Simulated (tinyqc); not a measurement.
# Film and buried-oxide thickness from two coupling ratios

Problem. In a depleted film -dVT/dVb is k1 = Cs Cbox/(Cox (Cs + Cbox)) for a front channel and k2 = Cbox (Cox + Cs)/(Cox Cs) for a back channel, with Cox = eps0 eox/tox, Cs = eps0 eps_r/ts, Cbox = 3.9 eps0/tb. Find ts and tb.

Parameters, values chosen for the exercise; band and dielectric values close to those of silicon:
```
symbol,value,unit,meaning
eps_r,11.5,,relative permittivity
eox,3.9,,relative permittivity of the gate insulator (close to silicon dioxide)
tox,1.8,nm,insulator thickness
```

coupling ratios for a front and a back channel: 0.12026493  0.28976589

Solution. With y = Cox/Cs and z = Cox/Cbox, 1/k1 = y + z and k2 = (1 + y)/z, so y = (k2/k1 - 1)/(1 + k2); the thicknesses follow from y and z.

ts = 5.80 nm
tb = 13.0 nm

Computed by the program tinyqc: `OMP_NUM_THREADS=1 python tinyqc.py 2190133 2190134 out.jsonl`, one thread of a shared Intel Xeon 2.30GHz, about 0.5 s for the whole run.
